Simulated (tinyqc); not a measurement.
CCSD on RHF in the 3-21g basis, for H2, spin multiplicity 1, step by step. One step of it, computed by the program tinyqc.

Problem. CCSD: starting amplitudes. t_ij^ab = <ij||ab> / (e_i + e_j - e_a - e_b), whose energy is MP2.

orbital energies (hartree): MO1 -0.624683, MO2 0.292370, MO3 0.869474, MO4 1.662200

Two-electron integrals over orbitals (pq|rs), unique and non-zero (hartree):
```
(11|11) 0.690041    (21|21) 0.078357    (22|11) 0.452946    (22|22) 0.405714
(31|11) 0.180844    (31|22) 0.048701    (31|31) 0.120808    (32|21) -0.025561
(32|32) 0.038189    (33|11) 0.573660    (33|22) 0.402930    (33|31) 0.133918
(33|33) 0.505488    (41|21) -0.078240   (41|32) -0.015785   (41|41) 0.141151
(42|11) -0.144300   (42|22) -0.052679   (42|31) -0.073157   (42|33) -0.100098
(42|42) 0.065330    (43|21) -0.078614   (43|32) 0.002991    (43|41) 0.121623
(43|43) 0.122150    (44|11) 0.706638    (44|22) 0.464775    (44|31) 0.214656
(44|33) 0.594244    (44|42) -0.169398   (44|44) 0.790075
```

Give: Starting amplitudes; correlation energy.

Solution.

Starting amplitudes (spin orbitals 1a, 1b, ...; amplitudes related by a flip of all spins are not repeated):
```
from      to       t
1a 1b  2a 2b  -0.043
1a 1b  3a 3b  -0.040
1a 1b  4a 4b  -0.031
1a 1b  2a 4b   0.024
```

correlation energy = -0.01641 hartree
